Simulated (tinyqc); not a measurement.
## Transfer length from front and end resistance

Problem. A contact of length d and width W has Rc = (Rsh Lt/W) coth(d/Lt) and Re = (Rsh Lt/W)/sinh(d/Lt), with Rsh the sheet resistance under the metal and Lt = sqrt(rc/Rsh). Find Lt, Rsh and rc.

Values chosen for this exercise: contact length d = 0.46 um; contact width W = 16 um.

Rc = 6.3141491 ohm
Re = 1.1290390 ohm

Answer. Rc/Re = cosh(d/Lt) gives Lt, and Re then gives Rsh.

Lt = 0.1912 um
Rsh = 520.0 ohm/sq
rc = 1.900e-7 ohm cm^2

Computed by the program tinyqc: `OMP_NUM_THREADS=1 python tinyqc.py 2760033 2760034 out.jsonl`, one thread of a shared Intel Xeon 2.30GHz, about 0.01 s for the whole run.
